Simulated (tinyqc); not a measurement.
How the errors depend on the field: Haynes-Shockley experiment: drift, diffusion and decay of a minority-carrier pulse. Computed by tinyqc, a small Python program. Command: `OMP_NUM_THREADS=1 python tinyqc.py 3113177 3113178 out.jsonl haynes walk`. One thread of a shared host (Intel(R) Xeon(R) Processor @ 2.30GHz), about 0.01 s of CPU time with the checks.

A thin sheet of excess carriers is made at x = 0, t = 0 in a long uniform bar; injection is low, so the pulse moves with the minority mobility.

Inputs (values chosen for the exercise, modelled on holes in n-type germanium in a lightly doped bar): minority mobility mu = 1900 cm^2/(V s); lifetime tau = 110 microsecond; temperature T = 300 K; field F = 22 V/cm; distance d to the collector = 0.3 cm; injected sheet density N0 = 1.3e+09 1/cm^2.

Constants: k_B = 8.617333262e-05 eV/K.

Method:
- D = mu k_B T/e, v = mu F.
- Transit time d/v, diffusion length sqrt(D tau), drift length v tau, Peclet number v d/D = e F d/(k_B T).
- dn(x, t) = N0/sqrt(4 pi D t) exp(-(x - v t)^2/(4 D t) - t/tau).
- At fixed x the signal peaks where d ln(dn)/dt = 0: a t^2 + t/2 - x^2/(4 D) = 0 with a = v^2/(4 D) + 1/tau.
- The full width at half maximum is found by solving dn(x, t) = peak/2 on both sides of the peak.
- With w that width: mu = d/(F t_p); D = (w d)^2/(16 ln2 t_p^3). The field is scaled by the factors listed.

D = 49.1188 cm^2/s

Errors of the simple reading:
```
factor  F (V/cm)   v d/D  v^2 tau/(4 D)  error of mu (%)  error of D (%)
0.5         11.0   127.6            245          0.99070          1.3336
0.7         15.4   178.7            479          0.66539          0.9515
1.0         22.0   255.3            978          0.44356          0.6653
1.5         33.0   382.9           2201          0.28419          0.4431
2.5         55.0   638.2           6114          0.16498          0.2657
4.0         88.0  1021.2          15652          0.10117          0.1659
7.0        154.0  1787.1          47933          0.05702          0.0948
```

What does the comparison show, and why?

The error of mu falls from 0.991 to 0.0570 %. For large v d/D it is about D/(v d) + 2 D/(v^2 tau), here 0.0570 % in the last row: one part from spreading, one from recombination.

Extremes, crossings and ranges named in words are read from the listed rows.
